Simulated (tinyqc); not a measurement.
Gate sheet resistance from two finger widths.

Question. At low frequency R = Rsh Wf/(3 L) + B/Wf, where B collects the channel and vertical terms. Find Rsh, B and the width of lowest R.

Values chosen for this exercise: channel length L = 0.6 um.

input resistance of single fingers, contacted at one end, of width 0.57 and 6.8 um (ohm): 246.97570  36.832680

Solution. R Wf is a straight line in Wf^2; the minimum of R lies where both terms are equal.

Rsh = 4.300 ohm/square
B = 140.0 ohm um
width of lowest R = 7.655 um

Program tinyqc, `OMP_NUM_THREADS=1 python tinyqc.py 2262098 2262099 out.jsonl`; Intel Xeon 2.30GHz, shared host, one thread, about 0.01 s.
